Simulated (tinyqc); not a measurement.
Inside a calculation. Model: MESFET, gradual channel with velocity saturation.

Numbers from tinyqc (`OMP_NUM_THREADS=1 python tinyqc.py 2500055 2500056 out.jsonl`; about 0.04 s on one thread of a shared Intel Xeon 2.30GHz). Printed values are rounded.

A uniformly doped n-type channel, depleted from the top by a Schottky gate; at channel potential V the depleted share of a is u = sqrt((Vbi - Vg + V)/Vp), s at the source. Electrons drift with v = mu E/(1 + mu E/vsat). Abrupt depletion edge, no series resistance, source at 0.

Values chosen for this exercise; material values close to those of indium phosphide:
- T = 273 K (temperature)
- eps_r = 12.6 (relative permittivity of the semiconductor)
- Nc = 4.93e17 cm^-3 (conduction-band density of states at T)
- Nd = 1.3e17 cm^-3 (donor density of the channel)
- a = 180 nm (channel thickness)
- mu = 2700 cm^2/(V s) (low-field mobility at this doping)
- vsat = 1.4e7 cm/s (saturation velocity)
- L = 0.5 um (gate length)
- W = 50 um (gate width)
- phiB = 0.77 V (Schottky barrier)
- Vg = -1.3 V (gate voltage)
- Vd = 0.23 V (drain voltage)

Constants: q = 1.602176634e-19 C, kB = 1.380649e-23 J/K, Vt = kB T/q, eps0 = 8.8541878128e-14 F/cm where lengths are in cm. Results are converted to the units shown.

## Built-in and pinch-off voltages

Vbi = phiB - Vt ln(Nc/Nd); Vp = q Nd a^2/(2 eps0 eps_r); G0 = q mu Nd a W/L; Z = mu Vp/(vsat L); s = sqrt((Vbi - Vg)/Vp). VT = Vbi - Vp.

Vbi = 0.738641 V
Vp = 3.02447 V
VT = -2.28583 V
G0 = 101.226 mS
Z = 11.6658
s = 0.821005

Z = 11.7: velocity saturation dominates.

## Current below saturation

u = sqrt((Vbi - Vg + Vd)/Vp). I = (G0 Vp/3) F/(1 + Z (u^2 - s^2)), F = 3 (u^2 - s^2) - 2 (u^3 - s^3), with u at V = Vd; Z = 0 gives constant mobility, for which u stops at 1.

u = 0.866080
F = 0.0356483
I for Z = 0 = 3.63795 mA
I = 1.92775 mA

The falling mobility lowers the current by 47.0 %.

## Iteration 1: the saturation point by Newton steps

u at the start = 0.821

a is the channel (half-)thickness, Vp its pinch-off voltage and Z = mu Vp/(vsat L); an iterate with u > 1 is an overshoot, not a physical state. f = (1 - u)(1 + Z (u^2 - s^2)) - Z F/3, F = 3 (u^2 - s^2) - 2 (u^3 - s^3); f' = -(1 + Z (u^2 - s^2)); u(new) = u - f/f'.

f = 0.179000
f' = -0.999909
u after iteration 1 = 1.00002

## Iteration 2: the saturation point by Newton steps

As before.

f = -0.329242
f' = -4.80287
u after iteration 2 = 0.931465

## Course of the iteration: the saturation point by Newton steps

Stop when u changes by less than 1e-10, or after 60 iterations.

Course of the iteration:
```
iteration         u  |change|
1           1.00002     0.179
2          0.931465    0.0686
3          0.915024    0.0164
4          0.914019   1.01e-3
5          0.914015   3.74e-6
6          0.914015  5.18e-11
```

Converged in 6 iterations. At the end the number of correct digits about doubles with each step.

## Saturation voltage, current and transconductance

um = 0.914015

Vdsat = Vp (um^2 - s^2); Isat = (G0 Vp/Z)(1 - um), which is q Nd vsat a W (1 - um); gm = G0 (um - s)/(1 + Z (um^2 - s^2)). For Z = 0: Vdsat = Vp (1 - s^2), Isat = (G0 Vp/3)(1 - 3 s^2 + 2 s^3), gm = G0 (1 - s).

Vdsat = 0.488074 V
Isat = 2.25656 mA
gm = 3.26619 mS
Vdsat for Z = 0 = 0.985830 V
Isat for Z = 0 = 8.63845 mA
gm for Z = 0 = 18.1189 mS

The current saturates with 8.60 % of the channel still open at the drain, at 0.261 of the constant-mobility current.
